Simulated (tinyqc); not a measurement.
Inside a calculation. Model: energy and delay of logic against supply voltage.

Numbers from tinyqc (`OMP_NUM_THREADS=1 python tinyqc.py 2082198 2082199 out.jsonl`; about 0.01 s on one thread of a shared Intel Xeon 2.30GHz). Printed values are rounded.

One expression serves below and above threshold: I(Vg) = Ik [ln(1 + exp((Vg - VT + dd V)/(al nf Vt)))]^al, with I_on = I(V) and I_off = I(0). Gate delay td = kd C V/I_on, clock period LD td. Per gate and cycle the switching energy is act C V^2 and the leakage energy I_off V LD td. No short-circuit current, no variation. Minima are sought above 0.09 V; below a few Vt gates no longer switch and the model has no meaning.

Values chosen for this exercise; values of the order met in logic technologies:
- T = 300 K (temperature)
- VT = 0.3 V (threshold voltage at zero drain bias)
- nf = 1.24 (slope factor)
- dd = 0.11 (barrier lowering per volt of supply)
- Ik = 1.8 uA (specific current of a gate)
- al = 1.75 (exponent of the current law)
- C = 3.6 fF (load capacitance of a gate)
- kd = 0.8 (delay factor)
- LD = 30 (logic depth)
- act = 0.1 (activity factor)
- V = 0.5 V (supply voltage)

Constants: q = 1.602176634e-19 C, kB = 1.380649e-23 J/K, Vt = kB T/q. Results are converted to the units shown.

## Currents, delay and energies

I_on, I_off, td, clock frequency 1/(LD td), both energies and their sum.

I_on = 25.5748 uA
I_off = 0.853628 nA
td = 56.3055 ps
clock frequency = 0.592009 GHz
switching energy = 90 aJ
leakage energy = 0.720959 aJ
energy = 90.7210 aJ

I_on/I_off = 30000; leakage makes up 0.795 % of the energy.

## Starting value

V = 0.17 V.

V at the start = 0.17 V

## Iteration 1: new V

Minimum-energy supply: E(V) is the energy per gate and cycle; with h = 0.001 V, E' = (E(V + h) - E(V - h))/(2 h), E'' = (E(V - h) - 2 E(V) + E(V + h))/h^2, V(new) = V - E'/E''.

E' = -117.155 aJ/V
E'' = 4433.01 aJ/V^2
V after iteration 1 = 0.196428 V

## Iteration 2: new V

As before.

E' = -12.2343 aJ/V
E'' = 3470.07 aJ/V^2
V after iteration 2 = 0.199953 V

## Course of the iteration

Stop when the step is below 1e-9 V, or after 40 iterations.

Course of the iteration:
```
iteration  V before the step (V)   step (V)
1                           0.17     0.0264
2                       0.196428    3.53e-3
3                       0.199953    7.17e-5
4                       0.200025    2.92e-8
5                       0.200025  -1.14e-13
```

Converged in 5 iterations. There leakage makes up 36.2 % of the energy and the clock runs at 7.50 MHz.
